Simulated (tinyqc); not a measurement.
# Changing the acceptor density N_A

Model: trap-assisted generation and recombination current of an abrupt junction. Computed by tinyqc, a small Python program. Command: `OMP_NUM_THREADS=1 python tinyqc.py 3024683 3024684 out.jsonl junctionleak sweep`. One thread of a shared host (Intel(R) Xeon(R) Processor @ 2.30GHz), about 0.02 s of CPU time with the checks.

Depletion approximation, flat quasi-Fermi levels across the depleted layer, long neutral regions with minority lifetimes tau_n and tau_p, full ionisation and Boltzmann statistics. Voltages in exponents stand for e V.

Inputs (values chosen for the exercise, for a model semiconductor): gap E_g = 1.79 eV; electron mass m_e = 0.0761 m_0; valleys M_c = 1; hole mass m_h = 0.478 m_0; dielectric constant eps = 7.54; donor density N_D = 2.1e+17 cm^-3; capture time tau_n = 1.5e-05 s; capture time tau_p = 3.5e-09 s; trap level E_t - E_i = 0 eV; electron diffusion coefficient D_n = 67 cm^2/s; hole diffusion coefficient D_p = 2.5 cm^2/s; reverse bias V_r = 2 V; temperature T = 400 K.

Field enhancement: none.

Constants: k_B = 8.617333262e-05 eV/K; m_0 = 9.1093837015e-31 kg; k_B = 1.380649e-23 J/K; h = 6.62607015e-34 J s; e = 1.602176634e-19 C; eps_0 = 8.8541878128e-12 F/m.

Method:
- N_c = 2 M_c (2 pi m_e k_B T/h^2)^(3/2) and N_v = 2 (2 pi m_h k_B T/h^2)^(3/2), masses in units of m_0.
- n_i = sqrt(N_c N_v) exp(-E_g/2 k_B T); V_bi = (k_B T/e) ln(N_A N_D/n_i^2); diffusion saturation current J_d0 = e n_i^2 [sqrt(D_n/tau_n)/N_A + sqrt(D_p/tau_p)/N_D].
- W = sqrt(2 eps eps_0 (V_bi - V)(1/N_A + 1/N_D)/e), x_p = W N_D/(N_A + N_D), x_n = W - x_p, peak field F_m = 2 (V_bi - V)/W; reverse bias means V = -V_r.
- Potential from the p edge: phi = (V_bi - V) x^2/(x_p W) on the p side and (V_bi - V)[1 - (W - x)^2/(x_n W)] on the n side; p = N_A exp(-phi/k_B T), n = n_i^2 exp(V/k_B T)/p; U = (n p - n_i^2)/[tau_p (n + n_i exp(dE/k_B T)) + tau_n (p + n_i exp(-dE/k_B T))], dE = E_t - E_i, n1 = n_i exp(dE/k_B T), p1 = n_i exp(-dE/k_B T); J_t = e int U dx by the trapezoid rule on 400 intervals on each side.
- Generation lifetime tau_g = tau_p exp(dE/k_B T) + tau_n exp(-dE/k_B T); textbook estimate e n_i W/tau_g; generation current J_g = -J_t; total = J_g + J_d0 (1 - exp(-V_r/k_B T)).

One run for each value; columns: (1) acceptor density N_A (cm^-3); (2) generation current (A/cm^2); (3) peak field F_m (V/cm); (4) W (nm); (5) J_d0 (A/cm^2); (6) total reverse current (A/cm^2):
```
(1)              (2)         (3)     (4)         (5)         (6)
1.00e+15  1.5270e-11  4.0405e+04  1691.6  1.0406e-16  1.5270e-11
3.00e+15  8.6938e-12  7.0039e+04   986.7  3.8626e-17  8.6938e-12
1.00e+16  4.6921e-12  1.2658e+05   552.5  1.5725e-17  4.6921e-12
3.00e+16  2.6742e-12  2.1104e+05   335.0  9.1817e-18  2.6742e-12
1.00e+17  1.5347e-12  3.4100e+05   209.8  6.8916e-18  1.5347e-12
3.00e+17  1.1569e-12  4.6291e+05   156.1  6.2373e-18  1.1569e-12
1.00e+18  1.0982e-12  5.5183e+05   132.5  6.0083e-18  1.0982e-12
3.00e+18  1.0982e-12  5.8986e+05   125.2  5.9429e-18  1.0982e-12
```

What does the table show, and why?

Over the rows, generation current (A/cm^2) falls from 1.53e-11 to 1.10e-12; peak field F_m (V/cm) rises from 40400 to 590000 (exponent d ln y / d ln x 0.50 between the first rows and 0.061 between the last); W (nm) falls from 1690 to 125 (exponent d ln y / d ln x -0.49 between the first rows and -0.051 between the last). At the low end the exponent of W is -0.49, close to -0.50: the lightly doped side holds the layer.

Extremes, crossings and ranges named in words are read from the listed rows.
